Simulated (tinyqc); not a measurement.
Speciation in dilute and buffered hydrofluoric acid, oxide etch rate and bath loading: one step, computed by the program tinyqc. Command: `OMP_NUM_THREADS=1 python tinyqc.py 3120757 3120758 out.jsonl hfetch walk`. One thread of a shared host (Intel(R) Xeon(R) Processor @ 2.30GHz), about 0.01 s of CPU time with the checks.

Concentrations stand for activities, NH4+ and Cl- are spectators, and water ionisation is neglected. H, F and HF2 denote the ions H+, F- and HF2-. The base temperature is 298 K.

Question. One trial. Fluoride balance: [HF] + [F] + 2 [HF2] + 2 [H2F2] = HF added + NH4F added. Acid balance: [H] + [HF] + [HF2] + 2 [H2F2] = HF added + HCl added. For a trial [H], [HF] = [H][F]/K1, and the fluoride balance is a quadratic in [F]. Take pH = 3. The residual is the left side of the acid balance less the right.

Inputs (values chosen for the exercise, of the order of those for thermal oxide at room temperature): HF added = 2.1 mol/L; NH4F added = 1.4 mol/L; HCl added = 0 mol/L; K1 = [H][F]/[HF] = 0.000641 mol/L; K2 = [HF2]/([HF][F]) = 4.25 L/mol; K3 = [H2F2]/[HF]^2 = 2.6 L/mol.

Give: [F]; [HF]; [HF2]; [H2F2]; residual.

Answer.

[F] = 0.3214 mol/L

[HF] = 0.5014 mol/L

[HF2] = 0.6849 mol/L

[H2F2] = 0.6537 mol/L

residual = 0.3947 mol/L

The residual is positive: the trial holds too much acid, so the pH lies above 3.
